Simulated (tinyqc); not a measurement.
# Input admittance of a MOSFET at zero drain bias: distributed channel and distributed gate: effects of single changes

Source and drain grounded, strong inversion, w = 2 pi f, Cox = eps0 eox/tox. The channel is an RC line of resistance 1/(mu Cox Vo) per square fed from both ends, so one finger has the intrinsic admittance y = i w Cox L tanh(g)/g per width, g = (1/2) sqrt(i w tau), tau = L^2/(mu Vo). The vertical resistance rv/L is in series with y, the overlaps 2 i w Cov in parallel: y_t = 1/(1/y + rv/L) + 2 i w Cov. The gate strip is a line of Rsh/L per length loaded by y_t, so a finger has Y = y_t Wf tanh(k)/k, k = (Wf/sd) sqrt(y_t Rsh/L); the device has Nf Y.

Values chosen for this exercise; values of the order met in silicon radio-frequency transistors:
```
symbol,value,unit,meaning
eox,24.8,,relative permittivity of the gate insulator (close to zirconium oxide)
tox,14,nm,insulator thickness
L,0.9,um,channel length
Wf,1.4,um,finger width
Nf,8,,number of fingers
mu,220,cm^2/(V s),channel mobility
Vo,0.42,V,gate overdrive
Rsh,7.3,ohm/square,sheet resistance of the gate
rv,7.5,ohm um^2,vertical resistivity of the gate stack
sd,1,,number of ends at which a finger is contacted
Cov,0.28,fF/um,overlap and fringe capacitance on each side
f,3.5,GHz,frequency
```

Constants: eps0 = 8.8541878128e-14 F/cm where lengths are in cm. Results are converted to the units shown.

Each table varies one quantity; the others keep the values above.

## Input impedance against frequency

Low-frequency limits, with c = Cox L and ct = c + 2 Cov: R_strip = Rsh Wf/(3 sd^2 L Nf), R_ch = (c/ct)^2 L/(12 mu Cox Vo Wf Nf), R_vert = (c/ct)^2 rv/(L Wf Nf), C = ct Wf Nf. Z = 1/(Nf Y) = R + 1/(i w C), Q = |Im Z|/R, far-point signal |1/cosh k|.

The same in every row: low-frequency R (ohm) = 43.909.

Result of one run:

| f (GHz) | w tau | \|k\| | R (ohm) | C (fF) | Q | signal at the far point |
|---|---|---|---|---|---|---|
| 5 | 2.7540 | 0.084096 | 43.743 | 162.41 | 4.4805 | 0.99923 |

What becomes of these results when the frequency f is changed from 5 to 40 GHz, all else the same?

Result of the changed run:

| f (GHz) | w tau | \|k\| | R (ohm) | C (fF) | Q | signal at the far point |
|---|---|---|---|---|---|---|
| 40 | 22.032 | 0.16478 | 36.027 | 103.83 | 1.0637 | 0.99080 |

The whole series:

| f (GHz) | w tau | \|k\| | R (ohm) | C (fF) | Q | signal at the far point |
|---|---|---|---|---|---|---|
| 0.04 | 0.022032 | 0.0076576 | 43.909 | 164.37 | 551.29 | 1.0000 |
| 0.1 | 0.055080 | 0.012108 | 43.909 | 164.37 | 220.52 | 1.0000 |
| 0.3 | 0.16524 | 0.020970 | 43.908 | 164.37 | 73.510 | 1.0000 |
| 0.7 | 0.38556 | 0.032022 | 43.905 | 164.33 | 31.512 | 0.99998 |
| 2 | 1.1016 | 0.053987 | 43.882 | 164.05 | 11.054 | 0.99987 |
| 5 | 2.7540 | 0.084096 | 43.743 | 162.41 | 4.4805 | 0.99923 |
| 10 | 5.5080 | 0.11355 | 43.255 | 156.92 | 2.3448 | 0.99749 |
| 40 | 22.032 | 0.16478 | 36.027 | 103.83 | 1.0637 | 0.99080 |
| 100 | 55.080 | 0.20329 | 22.863 | 61.107 | 1.1392 | 0.98660 |

R falls from 43.9 to 22.9 ohm and C falls from 164 to 61.1 fF. Q goes as f^(-1.00) between the first two rows and f^(0.07) between the last two, where w tau = 55.1 and |k| = 0.203. The low-frequency limits hold both R and C within 5 % up to f = 10 GHz among the rows.

## Effect of the gate overdrive

Same model as above.

Result of one run:

| Vo (V) | w tau | \|k\| | R (ohm) | low-frequency R (ohm) | C (fF) | Q | signal at the far point |
|---|---|---|---|---|---|---|---|
| 0.2 | 4.048 | 0.06906 | 90.18 | 90.93 | 160.2 | 3.147 | 0.9993 |

What becomes of these results when the gate overdrive Vo is changed from 0.2 to 0.5 V, all else the same?

Result of the changed run:

| Vo (V) | w tau | \|k\| | R (ohm) | low-frequency R (ohm) | C (fF) | Q | signal at the far point |
|---|---|---|---|---|---|---|---|
| 0.5 | 1.619 | 0.07117 | 37.02 | 37.07 | 163.7 | 7.504 | 0.9997 |

The whole series:

| Vo (V) | w tau | \|k\| | R (ohm) | low-frequency R (ohm) | C (fF) | Q | signal at the far point |
|---|---|---|---|---|---|---|---|
| 0.2 | 4.048 | 0.06906 | 90.18 | 90.93 | 160.2 | 3.147 | 0.9993 |
| 0.35 | 2.313 | 0.07072 | 52.32 | 52.46 | 163.0 | 5.333 | 0.9995 |
| 0.5 | 1.619 | 0.07117 | 37.02 | 37.07 | 163.7 | 7.504 | 0.9997 |
| 0.65 | 1.246 | 0.07136 | 28.76 | 28.78 | 164.0 | 9.643 | 0.9997 |
| 0.8 | 1.012 | 0.07145 | 23.59 | 23.60 | 164.1 | 11.75 | 0.9998 |
| 0.95 | 0.8523 | 0.07150 | 20.05 | 20.06 | 164.2 | 13.81 | 0.9998 |
| 1.1 | 0.7361 | 0.07153 | 17.48 | 17.48 | 164.2 | 15.84 | 0.9998 |
| 1.25 | 0.6477 | 0.07155 | 15.52 | 15.52 | 164.3 | 17.84 | 0.9999 |

As Vo goes from 0.2 to 1.25, R falls from 90.2 to 15.5 ohm, C rises from 160 to 164 fF and Q rises from 3.15 to 17.8. Only the channel term depends on Vo.

Computed by the program tinyqc: `OMP_NUM_THREADS=1 python tinyqc.py 2262092 2262093 out.jsonl`, one thread of a shared Intel Xeon 2.30GHz, about 0.01 s for the whole run.
